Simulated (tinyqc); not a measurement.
Inside a calculation. Method: FCI on RHF in the sto-3g basis, for H4, spin multiplicity 1. Computed by tinyqc, a small Python program that keeps every step (integrals from PySCF). Settings: charge = 0, multiplicity = 1, basis = sto-3g, method = RHF, energy threshold = 1e-10, iteration cap = 85, orthogonalisation = symmetric, start = core, DIIS depth = 6, ci = FCI, davidson = 1. Command: `OMP_NUM_THREADS=1 python tinyqc.py 29228 29229 out.jsonl` (the two numbers bound the seeds that draw the settings). One thread of a shared host (Intel(R) Xeon(R) Processor @ 2.60GHz), about 0.07 s of CPU time with the checks. The early iterations of the SCF are left out here.

## One-electron integrals

Geometry (angstrom):
```
atom         x         y         z
H     0.000000  0.000000  0.000000
H     0.000000  0.000000  0.741000
H     0.000000  0.000000  2.550000
H     0.000000  0.000000  3.291000
```

Basis sto-3g: exponents (1/bohr^2) and contraction coefficients of normalised primitives:
```
element  l (shell)  exponent  coefficient
H            s (1)  3.425251     0.154329
H            s (1)  0.623914     0.535328
H            s (1)  0.168855     0.444635
```

Overlap, kinetic and nuclear-attraction integrals over the contracted functions; the nuclear repulsion is the sum of Za Zb / Rab.

nuclear repulsion = 2.29663950 hartree

overlap S, lower triangle:
```
          1H 1s     2H 1s     3H 1s     4H 1s
1H 1s  1.000000
2H 1s  0.659219  1.000000
3H 1s  0.045058  0.161809  1.000000
4H 1s  0.009692  0.045058  0.659219  1.000000
```

kinetic energy T (hartree), lower triangle:
```
           1H 1s      2H 1s     3H 1s     4H 1s
1H 1s   0.760032
2H 1s   0.236364   0.760032
3H 1s  -0.010345  -0.006430  0.760032
4H 1s  -0.004374  -0.010345  0.236364  0.760032
```

nuclear attraction V (hartree), lower triangle:
```
           1H 1s      2H 1s      3H 1s      4H 1s
1H 1s  -2.248655
2H 1s  -1.475340  -2.380096
3H 1s  -0.081852  -0.298559  -2.380096
4H 1s  -0.016965  -0.081852  -1.475340  -2.248655
```

core Hamiltonian H = T + V (hartree), lower triangle:
```
           1H 1s      2H 1s      3H 1s      4H 1s
1H 1s  -1.488623
2H 1s  -1.238975  -1.620064
3H 1s  -0.092197  -0.304989  -1.620064
4H 1s  -0.021339  -0.092197  -1.238975  -1.488623
```

## Two-electron integrals

Functions are numbered as in S; the eight-fold symmetry (ij|kl) = (ji|kl) = (kl|ij) leaves the list below.

Two-electron integrals (ij|kl) in chemists' order, unique and non-zero (hartree):
```
(11|11) 0.774606   (21|11) 0.444021   (21|21) 0.296928   (22|11) 0.569619
(22|21) 0.444021   (22|22) 0.774606   (31|11) 0.018271   (31|21) 0.013828
(31|22) 0.023877   (31|31) 0.000973   (32|11) 0.053249   (32|21) 0.042937
(32|22) 0.079702   (32|31) 0.003580   (32|32) 0.013955   (33|11) 0.207440
(33|21) 0.160605   (33|22) 0.290541   (33|31) 0.018271   (33|32) 0.079702
(33|33) 0.774606   (41|11) 0.003199   (41|21) 0.002494   (41|22) 0.004456
(41|31) 0.000199   (41|32) 0.000766   (41|33) 0.004456   (41|41) 0.000043
(42|11) 0.012372   (42|21) 0.009884   (42|22) 0.018271   (42|31) 0.000893
(42|32) 0.003580   (42|33) 0.023877   (42|41) 0.000199   (42|42) 0.000973
(43|11) 0.119813   (43|21) 0.090881   (43|22) 0.160605   (43|31) 0.009884
(43|32) 0.042937   (43|33) 0.444021   (43|41) 0.002494   (43|42) 0.013828
(43|43) 0.296928   (44|11) 0.160793   (44|21) 0.119813   (44|22) 0.207440
(44|31) 0.012372   (44|32) 0.053249   (44|33) 0.569619   (44|41) 0.003199
(44|42) 0.018271   (44|43) 0.444021   (44|44) 0.774606
```

## Orthogonalisation

S = U s U^T; symmetric (Loewdin) form X = U s^(-1/2) U^T, so that X^T S X = 1.

eigenvalues of S: 0.295397  0.377379  1.533103  1.794122

X, lower triangle:
```
           1H 1s      2H 1s      3H 1s     4H 1s
1H 1s   1.247428
2H 1s  -0.475155   1.263552
3H 1s   0.037071  -0.123656   1.263552
4H 1s  -0.012910   0.037071  -0.475155  1.247428
```

## Starting guess

The start is the orbitals of the core Hamiltonian; D = 2 C_occ C_occ^T.

D at the start, lower triangle:
```
           1H 1s      2H 1s     3H 1s     4H 1s
1H 1s   0.349011
2H 1s   0.564025   0.919624
3H 1s  -0.072211  -0.030991  0.919624
4H 1s  -0.076816  -0.072211  0.564025  0.349011
```

## Iteration 5 (converged): orbitals

converged F (hartree), lower triangle:
```
           1H 1s      2H 1s      3H 1s      4H 1s
1H 1s  -0.367036
2H 1s  -0.596004  -0.375649
3H 1s  -0.056069  -0.125105  -0.375649
4H 1s  -0.009950  -0.056069  -0.596004  -0.367036
```

Diagonalise F' = X^T F X, C = X C', fill 2 alpha and 2 beta electrons from the bottom; D = 2 C_occ C_occ^T. Each column has its largest component positive (the first on a tie).

F' = X^T F X (hartree), lower triangle:
```
           1          2          3         4
1   0.049428
2  -0.632959   0.059866
3   0.044147  -0.131627   0.059866
4  -0.014761   0.044147  -0.632959  0.049428
```

orbital energies (hartree): MO1 -0.609758, MO2 -0.552250, MO3 0.572665, MO4 0.807932

coefficients C:
```
            MO1        MO2        MO3        MO4
1H 1s  0.360138   0.415166   0.853392  -0.867785
2H 1s  0.386094   0.392518  -0.772381   0.969170
3H 1s  0.386094  -0.392518  -0.772381  -0.969170
4H 1s  0.360138  -0.415166   0.853392   0.867785
```

D after iteration 5, lower triangle:
```
           1H 1s      2H 1s     3H 1s     4H 1s
1H 1s   0.604123
2H 1s   0.604014   0.606277
3H 1s  -0.047826  -0.010004  0.606277
4H 1s  -0.085327  -0.047826  0.604014  0.604123
```

## Convergence

Stop when the energy changes by less than 1e-10 hartree and every element of the error matrix X^T (F D S - S D F) X is below 3e-06.

Course of the cycle:
```
iteration  E (hartree)     change  largest element of the error matrix
1          -2.17514770          -                             2.54e-01
2          -2.22978139  -5.46e-02                             1.23e-02
3          -2.22991487  -1.33e-04                             4.26e-04
4          -2.22991504  -1.77e-07                             7.01e-06
5          -2.22991504  -3.96e-11                             2.87e-06
```

PySCF RHF in the same basis = -2.22991504 hartree

Converged in 5 iterations.

## Populations, bond orders and dipole

Mulliken: Z minus the diagonal of D S on the atom; Loewdin: the same with S^(1/2) D S^(1/2); Mayer order: 2 sum_s sum (D(s) S)_ij (D(s) S)_ji over the two atoms.

Charges (e):
```
atom   Mulliken    Loewdin
1H     0.000681  -0.001793
2H    -0.000681   0.001793
3H    -0.000681   0.001793
4H     0.000681  -0.001793
```

Mayer bond orders:
```
pair      order
2-1    0.993423
3-1   -0.000444
3-2    0.007020
4-1    0.007020
4-2   -0.000444
4-3    0.993423
```

dipole moment about the origin, x y z (debye): 0.000000  0.000000  0.000000

## Integrals over molecular orbitals

(pq|rs) = sum C_ip C_jq C_kr C_ls (ij|kl), one index at a time.

one-electron integrals over orbitals h = C^T H C (hartree), lower triangle:
```
           1          2          3          4
1  -1.705992
2   0.000000  -1.658555
3   0.083359   0.000000  -0.986475
4   0.000000  -0.084917   0.000000  -0.822447
```

Two-electron integrals over orbitals (pq|rs), unique and non-zero (hartree):
```
(11|11) 0.440616    (21|21) 0.230541    (22|11) 0.443079    (22|22) 0.450686
(31|11) -0.025547   (31|22) -0.006582   (31|31) 0.097369    (32|21) 0.044649
(32|32) 0.088111    (33|11) 0.434784    (33|22) 0.437526    (33|31) -0.011745
(33|33) 0.452816    (41|21) 0.006919    (41|32) -0.081014   (41|41) 0.085616
(42|11) 0.036137    (42|22) 0.019562    (42|31) -0.097247   (42|33) 0.017256
(42|42) 0.101079    (43|21) -0.222066   (43|32) -0.045948   (43|41) -0.004623
(43|43) 0.235774    (44|11) 0.453135    (44|22) 0.455402    (44|31) -0.029340
(44|33) 0.466585    (44|42) 0.039516    (44|44) 0.490167
```

## FCI: determinants and Hamiltonian

Hartree-Fock energy = -2.22991504 hartree

Slater-Condon rules over spin orbitals, with the nuclear repulsion added and E(HF) subtracted on the diagonal. Only determinants linked to the reference directly or through others are kept (one block of an abelian symmetry group), so some states are absent.

Occupation strings over the orbitals (2 doubly, a alpha, b beta, 0 empty; spin orbitals ordered 1a 1b 2a 2b ...): 2200 2a0b a2b0 2b0a b2a0 aabb 2020 abab 2002 abba baab 0220 baba 0202 bbaa a0b2 0a2b b0a2 0b2a 0022

H - E(HF) between determinants (hartree), lower triangle:
```
           2200       2a0b       a2b0       2b0a       b2a0       aabb       2020       abab
2200   0.000000
2a0b   0.000000   1.005860
a2b0   0.000000   0.124818   0.845008
2b0a   0.000000  -0.101079   0.097247   1.005860
b2a0   0.000000   0.097247  -0.097369   0.124818   0.845008
aabb   0.016234  -0.026513  -0.033985   0.000000   0.000000   1.577283
2020   0.088111  -0.045948  -0.044649   0.045948   0.044649  -0.081014   1.579450
abab   0.081014   0.044649   0.045948  -0.004623  -0.006919  -0.088111  -0.141052   1.845150
2002   0.101079   0.019954   0.000000  -0.019954   0.000000   0.097247   0.235774  -0.222066
abba  -0.097247   0.000000  -0.018882   0.022759   0.000000  -0.101079   0.222066  -0.235774
baab  -0.097247  -0.022759   0.000000   0.000000   0.018882  -0.097369   0.222066  -0.230541
0220   0.097369   0.000000   0.013802   0.000000  -0.013802   0.097247   0.230541  -0.222066
baba   0.081014   0.004623   0.006919  -0.044649  -0.045948  -0.085616  -0.141052   0.000000
0202   0.085616  -0.006919  -0.004623   0.006919   0.004623  -0.081014   0.000000  -0.141052
bbaa   0.016234   0.000000   0.000000   0.026513   0.033985   0.000000  -0.081014  -0.085616
a0b2   0.000000  -0.097247   0.101079   0.016234   0.000000  -0.001072   0.004623  -0.045948
0a2b   0.000000   0.097369  -0.097247   0.000000   0.016234   0.008957   0.006919  -0.044649
b0a2   0.000000   0.016234   0.000000  -0.097247   0.101079   0.000000  -0.004623   0.006919
0b2a   0.000000   0.000000   0.016234   0.097369  -0.097247   0.000000  -0.006919   0.004623
0022   0.000000   0.000000   0.000000   0.000000   0.000000   0.016234   0.085616   0.081014

           2002       abba       baab       0220       baba       0202       bbaa       a0b2
2002   2.041770
abba   0.124818   1.869871
baab   0.124818   0.000000   1.869871
0220   0.000000   0.124818   0.124818   1.713880
baba  -0.222066  -0.230541  -0.235774  -0.222066   1.845150
0202   0.230541   0.222066   0.222066   0.235774  -0.141052   2.124854
bbaa   0.097247  -0.097369  -0.101079   0.097247  -0.088111  -0.081014   1.577283
a0b2   0.003754   0.053939   0.000000   0.000000  -0.006919   0.044649   0.000000   2.632197
0a2b   0.000000   0.000000   0.040315   0.015103  -0.004623   0.045948   0.000000   0.124818
b0a2  -0.003754   0.000000  -0.053939   0.000000   0.045948  -0.044649   0.001072  -0.097369
0b2a   0.000000  -0.040315   0.000000  -0.015103   0.044649  -0.045948  -0.008957   0.097247
0022   0.097369  -0.097247  -0.097247   0.101079   0.081014   0.088111   0.016234   0.017556

           0a2b       b0a2       0b2a      0022
0a2b   2.465158
b0a2   0.097247   2.632197
0b2a  -0.101079   0.124818   2.465158
0022   0.035058  -0.017556  -0.035058  3.246487
```

## FCI: roots

Diagonalise (each vector has its largest component positive (the first on a tie)); all determinants have Ms = 0, so triplets appear too. The lowest singlet root is the correlation energy.

lowest roots of this matrix, relative to E(HF) (hartree): -0.041186  0.570346  0.905719  1.051765  1.053516  1.205108  1.221729  1.532907

lowest vectors:
```
         root 1     root 2     root 3     root 4
2200   0.987451   0.000000  -0.002226   0.002174
2a0b   0.001201  -0.408558  -0.086623   0.609929
a2b0   0.001420   0.571658   0.680301   0.002190
2b0a  -0.001201  -0.408558   0.086623  -0.609929
b2a0  -0.001420   0.571658  -0.680301  -0.002190
aabb  -0.006915   0.008052   0.060825   0.128234
2020  -0.063136   0.000000   0.144775   0.326514
abab  -0.051062  -0.004481  -0.043151  -0.074114
2002  -0.053454   0.000000  -0.058218  -0.174826
abba   0.057977   0.019371  -0.017674  -0.054120
baab   0.057977  -0.019371  -0.017674  -0.054120
0220  -0.061420   0.000000  -0.111001  -0.220613
baba  -0.051062   0.004481  -0.043151  -0.074114
0202  -0.046122   0.000000   0.040883   0.116668
bbaa  -0.006915  -0.008052   0.060825   0.128234
a0b2  -0.001259  -0.053080  -0.045797   0.037722
0a2b  -0.000638   0.054863   0.050423  -0.044299
b0a2   0.001259  -0.053080   0.045797  -0.037722
0b2a   0.000638   0.054863  -0.050423   0.044299
0022   0.012393   0.000000   0.000232   0.000086
```

<S^2> of these roots: 0.000000  2.000000  0.000000  0.000000  2.000000  6.000000  0.000000  0.000000

weight of the ground state by excitation level 0, 1, 2, ...: 0.975059  0.000007  0.024776  0.000004  0.000154

## The lowest root by the Davidson method

Start from the reference; add the residual divided by (theta - H_ii), orthogonalised, at each step.

Davidson iterations:
```
iteration  subspace  lowest Ritz value (hartree)  residual norm
1                 1                            0       2.60e-01
2                 2                  -0.04055821       4.32e-02
3                 3                  -0.04118164       3.67e-03
4                 4                  -0.04118619       5.97e-04
5                 5                  -0.04118635       7.24e-05
6                 6                  -0.04118636       8.09e-06
7                 7                  -0.04118636       8.74e-07
8                 8                  -0.04118636       1.87e-07
9                 9                  -0.04118636       1.76e-08
```
